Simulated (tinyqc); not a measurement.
Trap density and cross-section from the conductance peak.

Question. For a continuum of interface traps on an n-type substrate Gp/w peaks at 2 pi f tau = 1.9803 with the height 0.40237 q Dit, and tau = 1/(sn vth Nd exp(psi/Vt)) with psi = ps. Find Dit, tau and sn.

Inputs (values chosen for the exercise):
```
symbol,value,unit,meaning
T,300,K,temperature
Nd,8.8e16,cm^-3,donor density
ps,-0.166,V,band bending psi
vth,3.4e7,cm/s,thermal velocity
```

Constants: q = 1.602176634e-19 C, kB = 1.380649e-23 J/K, Vt = kB T/q. Results are converted to the units shown.

peak Gp/w = 425.48076 nF/cm^2
frequency of the peak = 41418.962 Hz

Solution. The height gives Dit, the position tau, and tau with the surface density gives sn.

Dit = 6.600e12 cm^-2 eV^-1
tau = 7.609e-6 s
sn = 2.700e-17 cm^2

Computed by the program tinyqc: `OMP_NUM_THREADS=1 python tinyqc.py 2030094 2030095 out.jsonl`, one thread of a shared Intel Xeon 2.30GHz, about 0.01 s for the whole run.
